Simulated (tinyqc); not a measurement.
Charge neutrality of a doped semiconductor with incomplete ionisation: one step, computed by the program tinyqc. Command: `OMP_NUM_THREADS=1 python tinyqc.py 3011251 3011252 out.jsonl dopant walk`. One thread of a shared host (Intel(R) Xeon(R) Processor @ 2.30GHz), about 0.03 s of CPU time with the checks.

Energies are counted from the top of the valence band; E_D is measured down from the conduction band and E_A up from the valence band.

Question. Gap and effective densities of states. E_g = E_g0 - alpha T^2/(T + beta). N_c = 2 M_c (2 pi m_e k_B T/h^2)^(3/2) and N_v = 2 (2 pi m_h k_B T/h^2)^(3/2), masses in units of m_0. n_i = sqrt(N_c N_v) exp(-E_g/(2 k_B T)); E_i = E_g/2 + (k_B T/2) ln(N_v/N_c).

Inputs (values chosen for the exercise, for a model semiconductor): gap at 0 K E_g0 = 6.95 eV; Varshni alpha = 0.00228 eV/K; Varshni beta = 1570 K; electron mass m_e = 0.332 m_0; valleys M_c = 1; hole mass m_h = 2.79 m_0; temperature T = 300 K.

Doping: n-type, compensated. Statistics of the bands: Boltzmann.

Constants: m_0 = 9.1093837015e-31 kg; k_B = 1.380649e-23 J/K; h = 6.62607015e-34 J s; k_B = 8.617333262e-05 eV/K.

Give: gap E_g; N_c; N_v; k_B T; intrinsic density n_i; intrinsic level E_i.

Answer.

gap E_g = 6.840 eV

N_c = 4.800e+18 cm^-3

N_v = 1.169e+20 cm^-3

k_B T = 0.02585 eV

intrinsic density n_i = 8.297e-39 cm^-3

intrinsic level E_i = 3.461 eV
